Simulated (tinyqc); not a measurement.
## Dopant mobility from one pulse

Question. With linear drift and no window, R = Ron x + Roff (1 - x), dx/dt = k i, k = mv Ron/D^2, and so R^2 = R0^2 - 2 k (Roff - Ron) phi after the flux phi. Find x0, k, mv and the charge passed.

Values chosen for this exercise:
```
symbol,value,unit,meaning
Ron,200,ohm,resistance of the fully doped film
Roff,5000,ohm,resistance of the undoped film
D,15,nm,film thickness
```

R before and after a pulse of flux 0.016 V s (ohm): 2840  1922.6371

Solution. R^2 is linear in the flux and R is linear in the charge.

x0 = 0.450
k = 2.84e4 1/C
mv = 3.20e-14 m^2/(V s)
charge = 6.72 uC

Program tinyqc, `OMP_NUM_THREADS=1 python tinyqc.py 2880065 2880066 out.jsonl`; Intel Xeon 2.30GHz, shared host, one thread, about 0.2 s.
